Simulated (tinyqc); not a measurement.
Pariser-Parr-Pople SCF with singles CI, for the molecule c1ccc2ccccc2c1 (SMILES; centres numbered as the heavy atoms are written), step by step. Computed by tinyqc, a small Python program that keeps every step. Settings: charge = 0, gamma = Ohno, start = core, damping = 0, iteration cap = 80, excitations kept = 4. Command: `OMP_NUM_THREADS=1 python tinyqc.py 22646 22647 out.jsonl` (the two numbers bound the seeds that draw the settings). One thread of a shared host (Intel(R) Xeon(R) Processor @ 2.60GHz), about 0.01 s of CPU time with the checks. Later iterations appear only in the table of the cycle.

## PPP integrals

Centres (angstrom, eV; a flat drawing with bonds scaled to 1.40 angstrom):

| centre | x | y | core charge z | W | gamma_rr |
|---|---|---|---|---|---|
| 1C | 2.425000 | -0.700000 | 1 | 11.160000 | 11.130000 |
| 2C | 2.425000 | 0.700000 | 1 | 11.160000 | 11.130000 |
| 3C | 1.212000 | 1.400000 | 1 | 11.160000 | 11.130000 |
| 4C | 0.000000 | 0.700000 | 1 | 11.160000 | 11.130000 |
| 5C | -1.212000 | 1.400000 | 1 | 11.160000 | 11.130000 |
| 6C | -2.425000 | 0.700000 | 1 | 11.160000 | 11.130000 |
| 7C | -2.425000 | -0.700000 | 1 | 11.160000 | 11.130000 |
| 8C | -1.212000 | -1.400000 | 1 | 11.160000 | 11.130000 |
| 9C | 0.000000 | -0.700000 | 1 | 11.160000 | 11.130000 |
| 10C | 1.212000 | -1.400000 | 1 | 11.160000 | 11.130000 |

Resonance integrals (eV):

| i | j | beta |
|---|---|---|
| 1 | 2 | -2.390000 |
| 2 | 3 | -2.390000 |
| 3 | 4 | -2.390000 |
| 4 | 5 | -2.390000 |
| 5 | 6 | -2.390000 |
| 6 | 7 | -2.390000 |
| 7 | 8 | -2.390000 |
| 8 | 9 | -2.390000 |
| 9 | 10 | -2.390000 |
| 10 | 1 | -2.390000 |
| 9 | 4 | -2.390000 |

Ohno: gamma = 14.399645/sqrt(R^2 + a^2), a = 2 x 14.399645/(gamma_rr + gamma_ss); H_rr = -W_r - sum_(s != r) z_s gamma_rs; H_rs = beta for bonds.

repulsion gamma_rs (eV), lower triangle:
```
            1C         2C         3C         4C         5C         6C         7C         8C
1C   11.130000
2C    7.553862  11.130000
3C    5.238761   7.552439  11.130000
4C    4.668310   5.239019   7.554960  11.130000
5C    3.276745   3.670370   5.240702   7.554960  11.130000
6C    2.763225   2.868686   3.670370   5.239019   7.552439  11.130000
7C    2.868686   2.763225   3.276745   4.668310   5.238761   7.553862  11.130000
8C    3.670370   3.276745   3.670607   5.239602   4.668463   5.238761   7.552439  11.130000
9C    5.239019   4.668310   5.239602   7.553862   5.239602   4.668310   5.239019   7.554960
10C   7.552439   5.238761   4.668463   5.239602   3.670607   3.276745   3.670370   5.240702

            9C        10C
9C   11.130000
10C   7.554960  11.130000
```

core matrix H (eV), lower triangle:
```
             1C          2C          3C          4C          5C          6C          7C          8C
1C   -53.991417
2C    -2.390000  -53.991417
3C     0.000000   -2.390000  -57.272649
4C     0.000000    0.000000   -2.390000  -64.117645
5C     0.000000    0.000000    0.000000   -2.390000  -57.272649
6C     0.000000    0.000000    0.000000    0.000000   -2.390000  -53.991417
7C     0.000000    0.000000    0.000000    0.000000    0.000000   -2.390000  -53.991417
8C     0.000000    0.000000    0.000000    0.000000    0.000000    0.000000   -2.390000  -57.272649
9C     0.000000    0.000000    0.000000   -2.390000    0.000000    0.000000    0.000000   -2.390000
10C   -2.390000    0.000000    0.000000    0.000000    0.000000    0.000000    0.000000    0.000000

             9C         10C
9C   -64.117645
10C   -2.390000  -57.272649
```

## Starting guess

pi electrons, sum of z_r less the charge = 10

Orbitals of the core matrix H.

P at the start, lower triangle:
```
            1C         2C         3C         4C         5C         6C         7C         8C
1C    0.527676
2C    0.400409   0.527676
3C    0.301656   0.672233   1.116701
4C   -0.151835  -0.032228   0.394157   1.711247
5C    0.132361  -0.141531  -0.357260   0.394157   1.116701
6C    0.109740   0.001637  -0.141531  -0.032228   0.672233   0.527676
7C    0.001637   0.109740   0.132361  -0.151835   0.301656   0.400409   0.527676
8C   -0.141531   0.132361   0.281155  -0.209293  -0.009515   0.301656   0.672233   1.116701
9C   -0.032228  -0.151835  -0.209293   0.218212  -0.209293  -0.151835  -0.032228   0.394157
10C   0.672233   0.301656  -0.009515  -0.209293   0.281155   0.132361  -0.141531  -0.357260

           9C       10C
9C   1.711247
10C  0.394157  1.116701
```

## Iteration 1: Fock matrix

F_rr = H_rr + P_rr gamma_rr / 2 + sum_(s != r) P_ss gamma_rs; F_rs = H_rs - P_rs gamma_rs / 2; E = tr P (H + F) / 2 + core repulsion sum_(r<s) z_r z_s gamma_rs.

F (eV), lower triangle:
```
            1C         2C         3C         4C         5C         6C         7C         8C
1C   -5.101410
2C   -3.902317  -5.101410
3C   -0.790152  -4.928500  -3.583583
4C    0.354406   0.084420  -3.878920  -2.636922
5C   -0.216857   0.259735   0.936146  -3.878920  -3.583583
6C   -0.151618  -0.002347   0.259735   0.084420  -4.928500  -5.101410
7C   -0.002347  -0.151618  -0.216857   0.354406  -0.790152  -3.902317  -5.101410
8C    0.259735  -0.216857  -0.516004   0.548307   0.022210  -0.790152  -4.928500  -3.583583
9C    0.084420   0.354406   0.548307  -3.214171   0.548307   0.354406   0.084420  -3.878920
10C  -4.928500  -0.790152   0.022210   0.548307  -0.516004  -0.216857   0.259735   0.936146

            9C        10C
9C   -2.636922
10C  -3.878920  -3.583583
```

pi energy = -120.385668 eV

## Iteration 1: orbitals and new P

Diagonalise F (the basis is taken as orthonormal) and form P = 2 sum c c over the lowest orbitals.

orbital energies (eV): -13.180965  -12.670252  -8.525019  -8.176876  -7.556676  -0.330040  -0.161025  1.770569  2.587625  6.228843

P after iteration 1, lower triangle:
```
            1C         2C         3C         4C         5C         6C         7C         8C
1C    1.000017
2C    0.531041   1.000017
3C    0.009454   0.768826   0.968104
4C   -0.282202   0.014415   0.542017   1.063758
5C    0.012804  -0.155689  -0.023769   0.542017   0.968104
6C    0.149996  -0.008110  -0.155689   0.014415   0.768826   1.000017
7C   -0.008110   0.149996   0.012804  -0.282202   0.009454   0.531041   1.000017
8C   -0.155689   0.012804   0.101142  -0.021769  -0.279904   0.009454   0.768826   0.968104
9C    0.014415  -0.282202  -0.021769   0.497726  -0.021769  -0.282202   0.014415   0.542017
10C   0.768826   0.009454  -0.279904  -0.021769   0.101142   0.012804  -0.155689  -0.023769

           9C       10C
9C   1.063758
10C  0.542017  0.968104
```

## Iteration 2: Fock matrix

As before.

F (eV), lower triangle:
```
            1C         2C         3C         4C         5C         6C         7C         8C
1C   -5.592583
2C   -4.395704  -5.592583
3C   -0.024765  -5.293256  -5.389549
4C    0.658703  -0.037760  -4.437459  -5.574422
5C   -0.020978   0.285718   0.062283  -4.437459  -5.389549
6C   -0.207236   0.011633   0.285718  -0.037760  -5.293256  -5.592583
7C    0.011633  -0.207236  -0.020978   0.658703  -0.024765  -4.395704  -5.592583
8C    0.285718  -0.020978  -0.185626   0.057031   0.653360  -0.024765  -5.293256  -5.389549
9C   -0.037760   0.658703   0.057031  -4.269875   0.057031   0.658703  -0.037760  -4.437459
10C  -5.293256  -0.024765   0.653360   0.057031  -0.185626  -0.020978   0.285718   0.062283

            9C        10C
9C   -5.574422
10C  -4.437459  -5.389549
```

pi energy = -134.138555 eV

## Iteration 2: orbitals and new P

As before.

orbital energies (eV): -15.263059  -13.357023  -12.234321  -10.908436  -9.938040  -1.048508  -0.146840  1.283776  2.231476  4.303604

P after iteration 2, lower triangle:
```
            1C         2C         3C         4C         5C         6C         7C         8C
1C    1.005725
2C    0.556053   1.005725
3C   -0.000731   0.760003   0.985872
4C   -0.262623   0.005363   0.534919   1.016806
5C    0.003827  -0.151693  -0.004010   0.534919   0.985872
6C    0.145337  -0.004393  -0.151693   0.005363   0.760003   1.005725
7C   -0.004393   0.145337   0.003827  -0.262623  -0.000731   0.556053   1.005725
8C   -0.151693   0.003827   0.085695  -0.005818  -0.325020  -0.000731   0.760003   0.985872
9C    0.005363  -0.262623  -0.005818   0.537935  -0.005818  -0.262623   0.005363   0.534919
10C   0.760003  -0.000731  -0.325020  -0.005818   0.085695   0.003827  -0.151693  -0.004010

           9C       10C
9C   1.016806
10C  0.534919  0.985872
```

## Convergence

Stop when output and input P, before any damping, agree to 1e-7.

Course of the cycle:

| iteration | E (eV) | largest \|P(out) - P(in)\| |
|---|---|---|
| 1 | -120.38566830 | 6.47e-01 |
| 2 | -134.13855465 | 4.70e-02 |
| 3 | -134.29223750 | 1.72e-02 |
| 4 | -134.31076209 | 6.77e-03 |
| 5 | -134.31347354 | 2.73e-03 |
| 6 | -134.31389789 | 1.12e-03 |
| 7 | -134.31396895 | 4.69e-04 |
| 8 | -134.31398201 | 2.06e-04 |
| 9 | -134.31398473 | 1.03e-04 |
| 10 | -134.31398539 | 5.34e-05 |
| 11 | -134.31398556 | 2.83e-05 |
| 12 | -134.31398562 | 1.53e-05 |
| 13 | -134.31398563 | 8.38e-06 |
| 14 | -134.31398564 | 4.66e-06 |
| 15 | -134.31398564 | 2.75e-06 |
| 16 | -134.31398564 | 1.61e-06 |
| 17 | -134.31398564 | 9.39e-07 |
| 18 | -134.31398564 | 5.44e-07 |
| 19 | -134.31398564 | 3.14e-07 |
| 20 | -134.31398564 | 1.81e-07 |
| 21 | -134.31398564 | 1.04e-07 |
| 22 | -134.31398564 | 5.99e-08 |

Converged in 22 iterations.

## Converged orbitals

Charges are z - P_rr.

orbital energies (eV): -15.405357  -13.406867  -12.293539  -11.058419  -10.014823  -1.175177  -0.131581  1.103539  2.216867  4.215357

coefficients:
```
          MO1        MO2        MO3        MO4        MO5        MO6        MO7        MO8
1C   0.244253   0.423886  -0.189652  -0.392903  -0.265181  -0.265181   0.392903  -0.189652
2C   0.244253   0.423886   0.189652  -0.392903   0.265181  -0.265181  -0.392903  -0.189652
3C   0.302080   0.265181   0.398406  -0.004516   0.423886   0.423886   0.004516   0.398406
4C   0.445169   0.000000   0.332581   0.437280   0.000000   0.000000   0.437280  -0.332581
5C   0.302080  -0.265181   0.398406  -0.004516  -0.423886  -0.423886   0.004516   0.398406
6C   0.244253  -0.423886   0.189652  -0.392903  -0.265181   0.265181  -0.392903  -0.189652
7C   0.244253  -0.423886  -0.189652  -0.392903   0.265181   0.265181   0.392903  -0.189652
8C   0.302080  -0.265181  -0.398406  -0.004516   0.423886  -0.423886  -0.004516   0.398406
9C   0.445169   0.000000  -0.332581   0.437280   0.000000   0.000000  -0.437280  -0.332581
10C  0.302080   0.265181  -0.398406  -0.004516  -0.423886   0.423886  -0.004516   0.398406

           MO9       MO10
1C    0.423886  -0.244253
2C   -0.423886   0.244253
3C    0.265181  -0.302080
4C    0.000000   0.445169
5C   -0.265181  -0.302080
6C    0.423886   0.244253
7C   -0.423886  -0.244253
8C    0.265181   0.302080
9C    0.000000  -0.445169
10C  -0.265181   0.302080
```

pi charges: 1C 0.000000, 2C 0.000000, 3C 0.000000, 4C 0.000000, 5C 0.000000, 6C 0.000000, 7C 0.000000, 8C 0.000000, 9C 0.000000, 10C 0.000000

## Singles CI, singlets

Over the 4 single excitations with the smallest orbital gaps: A = (e_a - e_i) delta + 2 (ia|jb) - (ij|ab), with (pq|rs) = sum c_mp c_mq gamma_mn c_nr c_ns. f = 2/3 w |mu|^2 in atomic units, mu = sqrt2 sum c_ia sum_m c_mi c_ma R_m.

singlet CI matrix (eV), lower triangle:
```
          5>6        5>7       4>6       4>7
5>6  4.845233
5>7  0.000000   5.460782
4>6  0.000000  -0.961204  5.460782
4>7  1.009663   0.000000  0.000000  6.396394
```

singlet excitation energies (eV): 4.347650  4.499578  6.421985  6.893976

oscillator strengths: 0.132017  0.000000  2.253559  1.171561

## Singles CI, triplets

Over the 4 single excitations with the smallest orbital gaps: A = (e_a - e_i) delta - (ij|ab), with (pq|rs) = sum c_mp c_mq gamma_mn c_nr c_ns.

triplet CI matrix (eV), lower triangle:
```
          5>6       5>7       4>6       4>7
5>6  3.172518
5>7  0.000000  4.345738
4>6  0.000000  0.153840  4.345738
4>7  0.153840  0.000000  0.000000  4.902232
```

triplet excitation energies (eV): 3.158942  4.191897  4.499578  4.915808
